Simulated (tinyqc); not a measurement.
# Reset of a mushroom phase-change cell, hemispherical electro-thermal model: amorphous thickness against current

Current spreads from a hemispherical contact of radius r0 into a large dome with constant rho and ka: j = I/(2 pi r^2). With s = r0/r the steady rise is T - T0 = c (b s - s^2), c = I^2 rho/(8 pi^2 ka r0^2). The heat lost through the heater, (T(r0) - T0)/Rh, fixes b = (2 + g)/(1 + g), g = 1/(2 pi ka r0 Rh).

The peak lies at s = b/2 with the rise c b^2/4; melting starts at the current where that equals Tm - T0, and the molten shell spans the roots of s^2 - b s + (Tm - T0)/c = 0 (s at most 1). Electrical resistance rho/(2 pi r0).

Parameters, values chosen for the exercise; values of the order of Ge-Sb-Te and related chalcogenides:
```
symbol  value     unit                                            meaning
T0        300        K                                ambient temperature
Tm        894        K                                      melting point
r0         18       nm                       radius of the heater contact
rho       6.3  mohm cm                resistivity of the hot chalcogenide
ka        1.3  W/(m K)                           its thermal conductivity
Rh          5     K/uW  thermal resistance of the path through the heater
```

Amorphous thickness against current:
```
I (uA)  peak T (K)  T at the contact (K)  thickness of the melt (nm)  power (uW)
795         906.68                807.26                      7.4670      352.06
821         947.01                840.98                      15.768      375.47
856         1003.4                888.09                      23.612      408.16
909         1093.1                963.17                      32.683      460.27
979         1220.0                1069.2                      44.478      533.89
1070        1399.0                1218.9                      60.497      637.76
1180        1636.6                1417.5                      81.307      775.63
1320        1972.5                1698.4                      110.37      970.59
```

The thickness rises from 7.47 to 110 nm; it opens as the square root of I - Im just above the melting current of 787 uA. The contact itself melts from I = 909 uA on among the rows. For I = 1180, 1320 the peak exceeds 1600 K, where the material would degrade.

Range of the model: Constant properties, no latent heat, thermoelectric terms, boundary resistance or heating in the heater itself.

tinyqc, about 0.01 s, one thread, Intel Xeon 2.30GHz (shared host): `OMP_NUM_THREADS=1 python tinyqc.py 2490002 2490003 out.jsonl`
